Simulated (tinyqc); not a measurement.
Inside a calculation. Method: Hubbard chain of 3 sites. One step of it, computed by the program tinyqc.

Question. The many-body Hamiltonian. Basis: all placements (u, d, 2, 0 on each site), up operators ordered before down ones; hops carry the sign of the same-spin electrons passed.

one-body matrix (hopping and site energies) (eV), lower triangle:
```
           1          2         3
1   0.580000
2  -1.200000  -0.860000
3   0.000000  -1.200000  0.170000
```

U = 6.700000 eV

electrons, up and down: 2  1

Give: H.

Answer.

H (eV), lower triangle:
```
         2u0      u20      uud      20u      udu      u02      duu      02u
2u0   7.0000
u20  -1.2000   5.5600
uud   0.0000  -1.2000  -0.1100
20u  -1.2000   0.0000   0.0000   8.0300
udu   0.0000  -1.2000   0.0000  -1.2000  -0.1100
u02   0.0000   0.0000  -1.2000   0.0000  -1.2000   7.6200
duu   0.0000   0.0000   0.0000  -1.2000   0.0000   0.0000  -0.1100
02u   0.0000   0.0000   0.0000   0.0000  -1.2000   0.0000  -1.2000   5.1500
0u2   0.0000   0.0000   0.0000   0.0000   0.0000  -1.2000   0.0000  -1.2000

        0u2
0u2  6.1800
```
